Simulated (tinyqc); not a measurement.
# From mobility back to band mass m*

Model: Froehlich polaron in a polar crystal. Computed by tinyqc, a small Python program. Command: `OMP_NUM_THREADS=1 python tinyqc.py 3022651 3022652 out.jsonl frohlich inv`. One thread of a shared host (Intel(R) Xeon(R) Processor @ 2.30GHz), about 0.07 s of CPU time with the checks.

One electron in a parabolic band of mass m*, coupled to dispersionless LO phonons in the continuum model. Energies are in units of hbar omega unless marked, wave numbers in k_0 = sqrt(2 m* omega/hbar).

Inputs (values chosen for the exercise, for a model crystal):
```
quantity,value,unit
LO phonon energy hbar omega,40.4,meV
eps_inf,2.79,-
static dielectric constant eps_s,7.17,-
temperature T,100,K
```

Constants: hbar^2/(2 m_0) = 3.80998212 eV angstrom^2; e^2/(4 pi eps_0) = 14.39964548 eV angstrom; k_B = 8.617333262e-05 eV/K; hbar = 6.582119569e-16 eV s; e = 1.602176634e-19 C; m_0 = 9.1093837015e-31 kg.

Method. 1/eps* = 1/eps_inf - 1/eps_s; k_0 = sqrt(2 m* omega/hbar) = sqrt(m* hbar omega / (hbar^2/(2 m_0))) with m* in m_0; alpha = (e^2/(4 pi eps_0)) k_0/(2 eps* hbar omega); polaron length 1/k_0. Scattering by absorption of an LO phonon: 1/tau = 2 alpha omega n, n = 1/(exp(hbar omega/(k_B T)) - 1); mu = e tau/m*, the weak-coupling result for k_B T well below hbar omega.

Question. A run gave the result below. Find the band mass m*, known to lie between 0.58 and 1.5 m_0.

mobility = 494.3135 cm^2/(V s)

Answer.

Each step takes the trial c = (a f_b - b f_a)/(f_b - f_a), f being the result less the target and a, b, c the logarithms of the listed values; c replaces end b, the old b replaces a if the sign of f changed, and otherwise f_a is halved.

Scan of the range:
```
band mass m* (m_0),mobility (cm^2/(V s))
0.580,869.097
0.680,684.616
0.796,540.556
0.933,425.979
1.090,337.342
1.280,265.091
1.500,208.965
```

False position (Illinois rule, in the logarithm of the input) inside the bracket:
```
step,end a,end b,trial,mobility (cm^2/(V s))
1,0.796000,0.933000,0.848689,491.007
2,0.796000,0.848689,0.841911,496.949
3,0.848689,0.841911,0.844910,494.305
4,0.841911,0.844910,0.844900,494.313
5,0.841911,0.844900,0.844900,494.314
6,0.844900,0.844900,0.844900,494.313
```

Mobility falls at every point of a 13-point scan of the range (every second point is shown), so one value fits; it is bracketed by 0.796 and 0.933. The scan shows a pure power law with exponent -1.500, so scaling from any one row also gives the answer directly. Answer: band mass m* = 0.8449 m_0.

Caution: this mobility formula holds for weak coupling and k_B T well below hbar omega, and it leaves out all other scattering.
